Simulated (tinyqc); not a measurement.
# Threshold of a short bulk MOSFET: charge sharing, barrier lowering, narrow width: two studies

n-channel device on a p-type body, depletion approximation, full ionisation. Uniform doping N = Na. Vbi from Boltzmann statistics is rough for the degenerate source. Cox = eps0 eox/tox.

Inputs (values chosen for the exercise); band and dielectric values close to those of silicon: temperature T = 300 K; band gap Eg = 1.13 eV; relative permittivity eps_r = 11.5; conduction-band density of states at T Nc = 2.85e19 cm^-3; valence-band density of states at T Nv = 2.65e19 cm^-3; relative permittivity of the gate insulator (close to silicon dioxide) eox = 3.9; insulator thickness tox = 1.4 nm; channel doping Na = 3.5e17 cm^-3; source and drain doping Nsd = 1e20 cm^-3; flat-band voltage for the doping Na Vfb = -0.97 V; junction depth xj = 110 nm; body-source voltage Vbs = 0 V; drain-source voltage Vds = 1.2 V; gate width W = 840 nm; shape factor of the fringing depletion at the width edges xw = 0; channel length L = 200 nm.

Constants: q = 1.602176634e-19 C, kB = 1.380649e-23 J/K, Vt = kB T/q, eps0 = 8.8541878128e-14 F/cm where lengths are in cm. Results are converted to the units shown.

Each table varies one quantity; the others keep the values above.

## Threshold roll-off against channel length

ni = sqrt(Nc Nv) exp(-Eg/(2 Vt)), Eg in volts; 2 pB = 2 Vt ln(N/ni); flat band Vfb - Vt ln(N/Na); Wd = sqrt(2 eps0 eps_r (2 pB - Vbs)/(q N)); body term q N Wd/Cox; long-channel VT0 = flat band + 2 pB + body term; Vbi = Vt ln(N Nsd/ni^2); scale length l = sqrt((eps_r/eox) tox Wd). Charge sharing (trapezoid; it ignores Vds): F = (xj/L)(sqrt(1 + 2 Wd/xj) - 1), lowering = body term times F. Barrier lowering: th = exp(-L/(2 l)) + 2 exp(-L/l), lowering = th [2 (Vbi - 2 pB) + Vds], DIBL = th. Narrow width: rise = body term times xw Wd/W. VT by each model = VT0 - lowering + rise. DIBL under 0.001 mV/V is printed as 0.

The same in every row: N (cm^-3) = 3.500e17; VT0 (V) = 0.06469.

Threshold roll-off against channel length:
```
L (nm),L/l,F,DIBL (mV/V),"VT, charge sharing (V)","VT, barrier lowering (V)"
71,4.616,0.6646,119.2,-0.02191,-0.1133
100,6.501,0.4719,41.75,0.003208,0.002383
150,9.752,0.3146,7.744,0.02370,0.05313
210,13.65,0.2247,1.087,0.03541,0.06307
310,20.15,0.1522,0.04203,0.04486,0.06463
440,28.61,0.1072,0,0.05072,0.06469
640,41.61,0.07373,0,0.05508,0.06469
920,59.81,0.05129,0,0.05801,0.06469
```

Read the table: what changes, and by how much?

VT by barrier lowering rises from -0.113 to 0.0647 V and VT by charge sharing rises from -0.0219 to 0.0580 V. DIBL is under 100 mV/V from L = 100 nm on among the rows (th = 0.1 at L/l = 4.92). For L = 71 F exceeds 0.5: the shares of source and drain overlap, and the trapezoid formula no longer holds.

## Effect of the junction depth

Same model as above.

The same in every row: N (cm^-3) = 3.500e17; VT0 (V) = 0.06469; L/l = 13.00; DIBL (mV/V) = 1.506; VT, barrier lowering (V) = 0.06244.

Effect of the junction depth:
```
xj (nm),F,"VT, charge sharing (V)"
5,0.09728,0.05202
8.5,0.1192,0.04915
14,0.1422,0.04617
24,0.1684,0.04275
41,0.1944,0.03936
70,0.2184,0.03623
120,0.2390,0.03356
200,0.2542,0.03157
```

As xj goes from 5 to 200, VT0 stays at 0.0647 V, DIBL stays at 1.51 mV/V, F rises from 0.0973 to 0.254 and VT by barrier lowering stays at 0.0624 V. The junction depth enters only the charge-sharing model.

Program tinyqc, `OMP_NUM_THREADS=1 python tinyqc.py 2002148 2002149 out.jsonl`; Intel Xeon 2.30GHz, shared host, one thread, about 0.01 s.
